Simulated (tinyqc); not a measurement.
Tight binding, honeycomb lattice, step by step. One step of it, computed by the program tinyqc.

Problem. Levels at k. Diagonalise the Hermitian matrix.

H(k) at k (eV), order A, B:
$$\begin{pmatrix}
0.000000 & -3.953176+1.061584i \\
-3.953176-1.061584i & 0.000000
\end{pmatrix}$$

Give: eigenvalues; weights |c|^2 of the basis functions.

Solution.

eigenvalues (eV): [-4.0932, 4.0932]

weights |c|^2 of the basis functions, order A, B:
$$\begin{pmatrix}
0.5000 & 0.5000 \\
0.5000 & 0.5000
\end{pmatrix}$$
